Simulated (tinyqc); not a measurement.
Grain growth, pinning, strength and diffusional creep of a polycrystal or thin film: one step, computed by the program tinyqc. Command: `OMP_NUM_THREADS=1 python tinyqc.py 3021588 3021589 out.jsonl grain walk`. One thread of a shared host (Intel(R) Xeon(R) Processor @ 2.30GHz), about 0.01 s of CPU time with the checks.

One mean grain size d describes the structure.

Task: Grain size after the anneal. dd/dt = 2 M gamma (1/d - 1/d_lim) integrates to 2 M gamma t = d_lim (d0 - d) + d_lim^2 ln[(d_lim - d0)/(d_lim - d)]; without pinning d^2 = d0^2 + 4 M gamma t.

Inputs (values chosen for the exercise, modelled on aluminium):

| quantity | value | unit |
|---|---|---|
| boundary energy gamma | 0.35 | J/m^2 |
| anneal temperature T | 419 | K |
| anneal time t | 2500 | s |
| initial grain size d0 | 87 | nm |

mobility M = 5.018855e-18 m^4/(J s)

limit d_lim = 650.3016 nm

Give: size without pinning; grain size d.

Result:

size without pinning = 158.5 nm

grain size d = 147.9 nm

Pinning holds d to 93 % of the free value.
